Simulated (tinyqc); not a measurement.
Resistance of a source-drain extension with a graded tip: one step of the calculation.

y runs along the channel, the gate covers y > 0. The doping is N0 for y < y0 and N0 10^(-(y - y0)/la) beyond, uniform over the depth xj. Sheet conductance s(y) = q mu(N) max(N - Nch, 0) xj + (for y > 0) ma Cox Vo, with mu(N) = u0 + (u1 - u0)/(1 + (N/Nr)^au) and Cox = eps0 eox/tox. Current is taken as one-dimensional; depletion of the tip, spreading and the contact are left out. The metallurgical junction lies at yj, where N = Nch.

Problem. Sheet resistances and junction position. yj = y0 + la log10(N0/Nch); sheet resistance of the full extension 1/[q mu(N0)(N0 - Nch) xj] and of the gate-induced layer 1/(ma Cox Vo); metallurgical length Lg - 2 yj; ye is where the doped and the gate-induced conductances are equal.

Values chosen for this exercise; mobility law close to that of electrons in silicon: relative permittivity of the gate insulator (close to silicon dioxide) eox = 3.9; insulator thickness tox = 2 nm; active doping of the extension far from the gate N0 = 9.5e19 cm^-3; lateral abruptness la = 3.3 nm/decade; position under the gate where the fall begins (gate edge at 0) y0 = -0.3 nm; depth of the extension xj = 17 nm; channel doping Nch = 2.1e18 cm^-3; gate overdrive Vo = 0.81 V; mobility of the gate-induced layer ma = 170 cm^2/(V s); mobility at low doping u1 = 1414 cm^2/(V s); mobility at high doping u0 = 68.5 cm^2/(V s); reference doping Nr = 9.2e16 cm^-3; exponent au = 0.711; gate length Lg = 90 nm.

Constants: q = 1.602176634e-19 C, eps0 = 8.8541878128e-14 F/cm where lengths are in cm. Results are converted to the units shown.

Give: yj; sheet resistance of the extension; sheet resistance of the induced layer; metallurgical length; ye; N at ye.

Solution.

yj = 5.163 nm
sheet resistance of the extension = 505.9 ohm/square
sheet resistance of the induced layer = 4206 ohm/square
metallurgical length = 79.67 nm
ye = 2.982 nm
N at ye = 9.619e18 cm^-3

The gate takes over 2.18 nm before the junction, where N is still 4.58 times the channel doping.

Program tinyqc, `OMP_NUM_THREADS=1 python tinyqc.py 2282122 2282123 out.jsonl`; Intel Xeon 2.30GHz, shared host, one thread, about 0.03 s.
